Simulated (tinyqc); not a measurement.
# Worked calculation: floating body of a partially depleted SOI transistor: body voltage and kink

tinyqc, about 0.2 s, one thread, Intel Xeon 2.30GHz (shared host): `OMP_NUM_THREADS=1 python tinyqc.py 2182081 2182082 out.jsonl` Printed values are rounded.

Source at 0 V. Channel current Ic = 2 nf K Vt^2 [F(0) - F(Vd)](1 + la Vd), F(V) = ln^2(1 + exp((Vg - VT - nf V)/(2 nf Vt))), VT = VT0 - gb Vb. Saturation voltage Vs = 2 Vt sqrt(F(0)) + 3 Vt, excess Ve = (Vd - Vs + sqrt((Vd - Vs)^2 + 0.0004 V^2))/2, multiplication M1 = Ai Ve exp(-Bl/Ve). Each junction passes D(v) = J1 (exp(v/Vt) - 1) + J2 (exp(v/(2 Vt)) - 1). Bipolar current Ib = bb J1 (exp(Vb/Vt) - 1). The body settles where M1 (Ic + Ib) = D(Vb) + D(Vb - Vd) + Vb/Rb; drain current Id = (1 + M1)(Ic + Ib) - D(Vb - Vd).

Parameters, values chosen for the exercise; values of the order met in partially depleted silicon-on-insulator transistors: temperature T = 300 K; threshold at zero body voltage VT0 = 0.5 V; fall of the threshold per volt of body voltage gb = 0.34; slope factor nf = 1.16; gain factor per width K = 200 uA/(V^2 um); channel-length modulation factor la = 0.09 1/V; impact-ionisation prefactor Ai = 1.76 1/V; impact-ionisation voltage Bl = 5.1 V; diffusion saturation current of each junction J1 = 3.4e-12 uA/um; recombination saturation current of each junction J2 = 4.1e-8 uA/um; gain of the lateral bipolar transistor on the diffusion current bb = 0; resistance of a weak body tie to the source (1e9 stands for no tie, and the term is then dropped) Rb = 1e9 kohm um; gate voltage Vg = 0.58 V; drain voltage Vd = 1.8 V.

Constants: q = 1.602176634e-19 C, kB = 1.380649e-23 J/K, Vt = kB T/q. Results are converted to the units shown.

Range of the model: The multiplication law is an empirical form chosen for the exercise; self-heating and capacitive coupling to the body are left out, and the linear laws are rough once Vb passes about 0.7 V or M1 about 0.1.

## Starting value

Vb = 0.59 V.

Vb at the start = 0.59 V

## Iteration 1: new Vb

Current into the body I_in = M1 (Ic + Ib) - D(Vb - Vd), current out I_out = D(Vb) + Vb/Rb; f = ln(I_in/I_out), s = df/dVb by central differences over 1e-5 V, Vb(new) = Vb - f/s.

Ic = 7.918431 uA/um
Ve = 1.480137 V
M1 = 0.08306106
I_in = 0.6577133 uA/um
I_out = 0.03143899 uA/um
f = 3.040720
s = -34.87955 1/V
Vb after iteration 1 = 0.6771777 V

## Iteration 2: new Vb

As before.

Ic = 9.662594 uA/um
Ve = 1.454772 V
M1 = 0.07687753
I_in = 0.7428364 uA/um
I_out = 0.8282753 uA/um
f = -0.1088698
s = -36.94046 1/V
Vb after iteration 2 = 0.6742306 V

## Course of the iteration

Stop when the step is below 1e-10 V, or after 40 iterations.

Course of the iteration:
```
iteration  Vb before the step (V)   step (V)
1                            0.59     0.0872
2                       0.6771777   -2.95e-3
3                       0.6742306   -1.37e-6
4                       0.6742292  -3.03e-13
```

Converged in 4 iterations.

## Drain current with floating and with grounded body

converged Vb = 0.6742292 V

Id and VT at the converged Vb, Id at Vb = 0, their ratio, and the bipolar share Ib/(Ic + Ib).

VT = 0.2707621 V
Id, floating = 10.34071 uA/um
Id, grounded = 1.000061 uA/um
ratio = 10.34008
bipolar share = 0.000000 %

The body rises to 0.674 V and lowers the threshold by 229 mV.
